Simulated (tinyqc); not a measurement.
## MOSFET in the linear regime without short-channel effects, parameter extraction from computed curves: extraction methods against the temperature

Inversion charge Q = Cox n Vt W0(exp((Vg - VT)/(n Vt))), W0 the Lambert function and n = nf; u = Q/Cox; mobility mu = mu0/(1 + th1 u + th2 u^2); channel resistance Rch = (L - dL)/(W mu Q); Id = Vd/(Rch + Rsd/W). Cox = eps0 eox/tox. Small Vd, no channel-length or drain effects.

From the continuous curve Id(Vg): tangent at peak gm (V_ext = Vg - Id/gm); constant current Id = 0.1 uA W/L; peak of d2Id/dVg2; Y = Id/sqrt(gm) drawn through Vg = VT + 0.6 and VT + 0.8 V, with intercept VT_Y and slope s. Mobilities gm,max L/(W Cox Vd) and s^2 L/(W Cox Vd) with the drawn L. Last column: share of Rsd/W in the total resistance at VT + 0.8 V.

Values chosen for this exercise; channel values of the order met in silicon transistors: relative permittivity of the gate insulator (close to silicon dioxide) eox = 3.9; insulator thickness tox = 2 nm; low-field mobility mu0 = 480 cm^2/(V s); first mobility attenuation factor th1 = 0.24 1/V; second mobility attenuation factor th2 = 0.06 1/V^2; threshold voltage VT = 0.68 V; body factor nf = 1.13; gate width W = 0.5 um; drawn gate length L = 0.3 um; drawn less effective length dL = 0.015 um; source plus drain resistance Rsd = 390 ohm um; drain voltage Vd = 0.02 V.

Constants: q = 1.602176634e-19 C, kB = 1.380649e-23 J/K, Vt = kB T/q, eps0 = 8.8541878128e-14 F/cm where lengths are in cm. Results are converted to the units shown.

Result of one run:

| T (K) | V_ext (V) | constant current (V) | second derivative (V) | VT_Y (V) | mobility from gm (cm^2/(V s)) | mobility from Y (cm^2/(V s)) | series share (%) |
|---|---|---|---|---|---|---|---|
| 77 | 0.683 | 0.684 | 0.678 | 0.720 | 385 | 536 | 41.6 |

What becomes of these results when the temperature T is changed from 77 to 450 K, all else the same?

Result of the changed run:

| T (K) | V_ext (V) | constant current (V) | second derivative (V) | VT_Y (V) | mobility from gm (cm^2/(V s)) | mobility from Y (cm^2/(V s)) | series share (%) |
|---|---|---|---|---|---|---|---|
| 450 | 0.653 | 0.597 | 0.658 | 0.740 | 272 | 467 | 39.3 |

The whole series:

| T (K) | V_ext (V) | constant current (V) | second derivative (V) | VT_Y (V) | mobility from gm (cm^2/(V s)) | mobility from Y (cm^2/(V s)) | series share (%) |
|---|---|---|---|---|---|---|---|
| 77 | 0.683 | 0.684 | 0.678 | 0.720 | 385 | 536 | 41.6 |
| 110 | 0.682 | 0.679 | 0.677 | 0.725 | 366 | 530 | 41.3 |
| 150 | 0.680 | 0.672 | 0.675 | 0.730 | 348 | 522 | 41.0 |
| 220 | 0.676 | 0.658 | 0.672 | 0.735 | 323 | 508 | 40.5 |
| 300 | 0.669 | 0.638 | 0.668 | 0.739 | 302 | 493 | 40.1 |
| 370 | 0.662 | 0.620 | 0.663 | 0.740 | 287 | 481 | 39.7 |
| 450 | 0.653 | 0.597 | 0.658 | 0.740 | 272 | 467 | 39.3 |

The model has VT = 0.68 V and mu0 = 480 cm^2/(V s). Over the table the extracted thresholds move by 30 mV (tangent), 87 mV (constant current), 20 mV (second derivative), 20 mV (Y function). The mobility from gm falls from 385 to 272 and that from Y falls from 536 to 467 cm^2/(V s).

Computed by the program tinyqc: `OMP_NUM_THREADS=1 python tinyqc.py 2210024 2210025 out.jsonl`, one thread of a shared Intel Xeon 2.30GHz, about 0.01 s for the whole run.
